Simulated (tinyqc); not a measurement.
The product rho l across metals: free and nearly free electrons in a metal.

Constants: hbar^2/2m0 = 3.80998211 eV angstrom^2; hbar = 6.58211957e-16 eV s.

Free electrons with m = 1; fcc cells hold 4 atoms and bcc cells 2; n = atoms z/a^3, kF = (3 pi^2 n)^(1/3), rho l = hbar kF/(n e^2), e = 1.602176634e-19 C. Inputs are chosen for the exercise.

Results:

| case | lattice | a (angstrom) | z | rho (micro-ohm cm) | kF (1/angstrom) | EF (eV) | l (nm) | rho l (1e-16 ohm m^2) |
|---|---|---|---|---|---|---|---|---|
| near Cu | fcc | 3.589 | 1 | 1.62 | 1.368 | 7.13 | 40.1 | 6.50 |
| near Na | bcc | 4.257 | 1 | 4.33 | 0.916 | 3.19 | 33.5 | 14.51 |
| near K | bcc | 5.292 | 1 | 7.07 | 0.737 | 2.07 | 31.7 | 22.42 |
| near Al | fcc | 4.011 | 3 | 2.72 | 1.766 | 11.88 | 14.3 | 3.90 |
| near Li | bcc | 3.520 | 1 | 9.11 | 1.107 | 4.67 | 10.9 | 9.92 |
| near Ca | fcc | 5.574 | 2 | 3.10 | 1.110 | 4.69 | 31.8 | 9.87 |

rho l falls as n^(-2/3): it is lowest for the case near Al and highest for near K. The lowest bulk rho belongs to near Cu; in very narrow wires, where rho l rules, the order changes. Real Fermi surfaces depart from spheres, most for the polyvalent and noble metals.

tinyqc: `OMP_NUM_THREADS=1 python tinyqc.py 1680521 1680522 out.jsonl`; about 0.01 s, one thread, shared Intel(R) Xeon(R) Processor @ 2.30GHz.
